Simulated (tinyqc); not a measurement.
What moves the results: dielectric confinement in a thin film (image charges). A value that a table varies takes the place of the one given here.

A film |z| < t/2 of dielectric constant eps between half-spaces of dielectric constant e2; lam = (eps - e2)/(eps + e2), q = e^2/(4 pi eps0). The self-energy of a band edge is taken with the high-frequency value, e2 = eh, and the field of a fixed ion with the static one, e2 = eo. A charge at z has images lam^|n| at n t + (-1)^n z. Its self-energy is S(z) = (q/2 eps) sum over n >= 1 of lam^n [1/(n t - 2z) + 1/(n t + 2z)] for odd n and 2 lam^n/(n t) for even n; at the centre S(0) = -(q/(eps t)) ln(1 - lam).

Donor at the centre, lam from the static eo, trial function cos(pi z/t) exp(-rho/l): E(l) = c/(m l^2) - (q/eps) times the integral over k of F(k t) (1 + (k l/2)^2)^(-3/2), with F(x) = F0 + 2 lam exp(-x) G/(1 - lam exp(-x)), F0 = 2[(1 - exp(-x/2))/x + x (1 + exp(-x/2))/(x^2 + 4 pi^2)], G = 2 sinh(x/2)[1/x - x/(x^2 + 4 pi^2)]; c = hbar^2/2m0. The binding energy is -E at the minimum, counted from the subband edge with its self-energy.

Constants: e^2/(4 pi eps0) = 14.39964547 eV angstrom; hbar^2/2m0 = 3.80998211 eV angstrom^2; Ry = 13.60569312 eV.

Values chosen for the exercise (near those of an InGaAs film between layers of a low-k oxide; the results hold for these values, not for the real material): eps = 13.4 (dielectric constant of the film); eh = 1.9 (high-frequency dielectric constant outside); eo = 2.5 (static dielectric constant outside); m = 0.043 m0 (mass in the plane); mz = 0.044 m0 (mass across the film); ts = (12, 18, 26, 38, 55, 80, 120) angstrom (thicknesses); t = 54 angstrom (film thickness).

## Thinning the film

<S> is the mean over (2/t) cos^2(pi z/t); confinement c (pi/t)^2/mz; donor binding with and without images.

Results:
```
t (angstrom)  <S> (meV)  confinement (meV)  binding, no images (meV)  binding (meV)  l (angstrom)
12                139.7             5934.8                      12.1          101.2          42.4
18                 93.1             2637.7                      11.7           81.6          48.9
26                 64.5             1264.2                      11.3           66.4          56.1
38                 44.1              591.8                      10.7           53.1          64.7
55                 30.5              282.5                      10.0           42.3          74.6
80                 21.0              133.5                       9.2           33.4          86.2
120                14.0               59.3                       8.3           25.6         101.0
```

Between 120 and 12 angstrom the binding goes from 25.6 to 101.2 meV; quantum confinement alone would take it from 8.3 to 12.1, so the images supply +17.3 and +89.1 meV. |<S>| goes as 1/t and exceeds the confinement energy beyond 510 angstrom. Hard-wall energies above 300 meV (up to t = 38 angstrom) overstate the confinement: walls are finite and valleys non-parabolic.

## Choice of the surrounding dielectric

The same film between different dielectrics; in this table one value e2 serves for both eo and eh.

Results:
```
case         lam  <S> (meV)  binding (meV)  l (angstrom)
e2 = 1     0.861       43.1           71.3          68.5
e2 = 2.5   0.686       26.0           42.8          74.0
e2 = 3.9   0.549       18.3           31.4          78.7
e2 = 7.5   0.282        7.8           18.1          89.3
e2 = 16   -0.088       -2.1            8.3         110.5
e2 = 25   -0.302       -6.6            4.8         129.6
e2 = 80   -0.713      -13.9            1.0         217.8
```

The binding spans a factor 72.4, from 71 meV in vacuum to 1.0 meV for e2 = 80; going from 3.9 to 25 changes it by -26.5 meV and the band edge by -24.8 meV, so the binding responds 1.07 times as much as the edge (for an orbit much smaller than t the binding would change by twice the change of S(0), -42.2 meV; here l/t = 1.46 for e2 = 3.9).

## What each parameter does

<S> is the mean over (2/t) cos^2(pi z/t). Each row changes one parameter from the base and keeps the others.

Results:
```
case             lam from eh  <S> (meV)  binding (meV)  l (angstrom)
base                   0.752       31.0           42.8          74.0
t = 64 angstrom        0.752       26.2           38.5          79.1
eps = 12.1             0.729       32.3           46.1          70.4
eo = 3.5               0.752       31.0           34.0          77.4
eh = 2.5               0.686       26.0           42.8          74.0
m = 0.052 m0           0.752       31.0           46.0          65.9
```

The largest shifts from the base row, up to three for each result and ties (the steps differ in size, so this ranks the rows, not the parameters). lam from eh: eh -0.066, eps -0.023; unchanged at the printed digits by t, eo and m. <S> (meV): eh -5.0, t -4.8, eps +1.3; unchanged at the printed digits by eo and m. binding (meV): eo -8.8, t -4.3, eps +3.3; unchanged at the printed digits by eh. l (angstrom): m -8.1, t +5.0, eps -3.7; unchanged at the printed digits by eh.

tinyqc: `OMP_NUM_THREADS=1 python tinyqc.py 1250711 1250712 out.jsonl`; about 0.06 s, one thread, shared Intel(R) Xeon(R) Processor @ 2.30GHz.
